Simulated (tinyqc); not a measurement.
p-n diode, drift-diffusion by the Gummel loop with Scharfetter-Gummel fluxes: current against voltage in the dark.

Abrupt junction at x = 0, p side from -Lp, n side to Ln, ohmic contacts. psi is counted from the intrinsic level; n = ni exp((psi - phin)/Vt), p = ni exp((phip - psi)/Vt). Contacts: p side psi = V - Vt ln(Na/ni), p = Na, n = ni^2/Na; n side psi = Vt ln(Nd/ni), n = Nd, p = ni^2/Nd. Constant mobilities, D = mu Vt, Boltzmann statistics, SRH recombination through a mid-gap level, U = (n p - ni^2)/(tp (n + ni) + tn (p + ni)). Current is positive from the p contact to the n contact.

ni = sqrt(Nc Nv) exp(-Eg/(2 Vt)), Eg in volts. Poisson and both continuity equations are solved self-consistently with Scharfetter-Gummel fluxes on a graded mesh of 500 nodes. J_scr is q times the integral of U between -xp and xn. Ideal diffusion current J_id = q ni^2 [Dn coth(wp/Le)/(Le Na) + Dp coth(wn/Lh)/(Lh Nd)] (exp(V/Vt) - 1), Le = sqrt(Dn tn), Lh = sqrt(Dp tp), wp = Lp - xp, wn = Ln - xn, with xp and xn from the depletion approximation (W = sqrt(2 eps0 eps_r (Vbi - V)(1/Na + 1/Nd)/q), xp = W Nd/(Na + Nd), xn = W Na/(Na + Nd), Vbi = Vt ln(Na Nd/ni^2)). Ideality factor = 0.004 V/(Vt ln[J(V + 0.004 V)/J(V)]). Here G = 0.

Inputs (values chosen for the exercise); band and dielectric values close to those of In0.53Ga0.47As: temperature T = 300 K; band gap Eg = 0.748 eV; relative permittivity eps_r = 14; conduction-band density of states at T Nc = 2.09e17 cm^-3; valence-band density of states at T Nv = 7.73e18 cm^-3; acceptor density of the p side Na = 9.5e16 cm^-3; donor density of the n side Nd = 2.5e16 cm^-3; electron mobility mun = 7800 cm^2/(V s); hole mobility mup = 220 cm^2/(V s); SRH lifetime of electrons tn = 3e-8 s; SRH lifetime of holes tp = 2e-8 s; length of the p side Lp = 1 um; length of the n side Ln = 6.9 um; uniform generation rate G = 0 cm^-3 s^-1.

Constants: q = 1.602176634e-19 C, kB = 1.380649e-23 J/K, Vt = kB T/q, eps0 = 8.8541878128e-14 F/cm where lengths are in cm. Results are converted to the units shown.

Current against voltage in the dark:

| V (V) | J (A/cm^2) | ideality factor | J_scr/J (%) | J_id (A/cm^2) | share recombining at the contacts (%) | larger minority/doping at -xp and xn |
|---|---|---|---|---|---|---|
| 0.12 | 2.14e-4 | 1.10 | 23.3 | 1.65e-4 | 74.9 | 1.14e-7 |
| 0.16 | 8.97e-4 | 1.06 | 13.4 | 7.79e-4 | 84.6 | 5.31e-7 |
| 0.21 | 0.00573 | 1.03 | 6.20 | 0.00539 | 91.6 | 3.64e-6 |
| 0.25 | 0.0260 | 1.02 | 3.26 | 0.0253 | 94.5 | 1.69e-5 |
| 0.29 | 0.120 | 1.01 | 1.72 | 0.118 | 96.0 | 7.86e-5 |
| 0.33 | 0.558 | 1.01 | 0.912 | 0.555 | 96.7 | 3.64e-4 |
| 0.38 | 3.82 | 1.01 | 0.422 | 3.83 | 97.2 | 0.00244 |
| 0.42 | 17.6 | 1.02 | 0.229 | 17.9 | 97.4 | 0.0109 |
| 0.46 | 78.2 | 1.08 | 0.121 | 84.1 | 97.6 | 0.0448 |

What does the table show?

J rises from 2.14e-4 to 78.2 A/cm^2; the ideality factor goes from 1.10 through a minimum of 1.01 (at V = 0.33 V among the rows listed) to 1.08. Recombination in the depleted layer stays under half of the current. Where the factor is lowest (V = 0.33 V), J is 0.54 % above the ideal diffusion current.

Numbers from tinyqc (`OMP_NUM_THREADS=1 python tinyqc.py 2240075 2240076 out.jsonl`; about 0.2 s on one thread of a shared Intel Xeon 2.30GHz).
